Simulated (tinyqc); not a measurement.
What each parameter does: two-band k.p model of the Delta valleys near the X point under shear strain.

Valley pair on the [001] axis, kz counted from the X point, c = hbar^2/2m0, k0 = kx0 2 pi/a. H = (c kz^2/ml + c (kx^2 + ky^2)/mt + c k0^2/ml) 1 + (2 c k0 kz/ml) sigma_z + (D exy - 2 c kx ky/Mp) sigma_x, so E = c kz^2/ml + c (kx^2 + ky^2)/mt + c k0^2/ml -/+ sqrt((2 c k0 kz/ml)^2 + (D exy - 2 c kx ky/Mp)^2). Without strain the lower band has its minima, E = 0, at kz = +/- k0. Shifts from diagonal strain are left out.

For |eta| < 1: k_min = k0 sqrt(1 - eta^2), E_min = -Delta eta^2/2, ml(eta) = ml/(1 - eta^2), 1/m[110] = 1/mt + eta/Mp, 1/m[1-10] = 1/mt - eta/Mp. For |eta| > 1 the minimum sits at X: E_min = -Delta (2 |eta| - 1)/2, ml(eta) = ml/(1 - 1/|eta|), and eta is replaced by its sign in the transverse masses. Here Delta = 2 c k0^2/ml and eta = D exy/Delta.

Constants: hbar^2/2m0 = 3.80998211 eV angstrom^2.

Inputs chosen for the exercise (near those of Si; not measured data): a = 5.442 angstrom (lattice constant); ml = 0.908 m0 (longitudinal mass); mt = 0.197 m0 (transverse mass); kx0 = 0.153 2 pi/a (distance of the minimum from X); D = 14 eV (shear deformation potential); Mp = 0.231 m0 (coupling mass); exy = -0.0011 (shear strain).

Delta = 2 c k0^2/ml, eta = D exy/Delta.

Results for these values:
```
case      eta  E_min (meV)  ml(eta) (m0)  m[110] (m0)  m[1-10] (m0)
base  -0.0588        -0.45        0.9112       0.2074        0.1876
```

What happens to each result for ml = 0.84444 m0, all else kept?

Answer: eta rises from -0.0588 to -0.0547; E_min rises from -0.45 to -0.42; ml(eta) falls from 0.9112 to 0.8470; m[110] falls from 0.2074 to 0.2066; m[1-10] rises from 0.1876 to 0.1882.

The same for each parameter in turn:
```
case                      eta  E_min (meV)  ml(eta) (m0)  m[110] (m0)  m[1-10] (m0)
base                  -0.0588        -0.45        0.9112       0.2074        0.1876
ml = 0.84444 m0       -0.0547        -0.42        0.8470       0.2066        0.1882
mt = 0.18321 m0       -0.0588        -0.45        0.9112       0.1922        0.1750
kx0 = 0.16371 2 pi/a  -0.0514        -0.40        0.9104       0.2060        0.1887
D = 13.02 eV          -0.0547        -0.39        0.9107       0.2066        0.1882
Mp = 0.24717 m0       -0.0588        -0.45        0.9112       0.2067        0.1882
exy = -0.00118        -0.0631        -0.52        0.9116       0.2082        0.1869
```

Computed by tinyqc, a small Python program: `OMP_NUM_THREADS=1 python tinyqc.py 1051522 1051523 out.jsonl` (the numbers bound the seed that draws the inputs); one thread of a shared host (Intel(R) Xeon(R) Processor @ 2.30GHz), about 0.01 s for the whole set of steps.
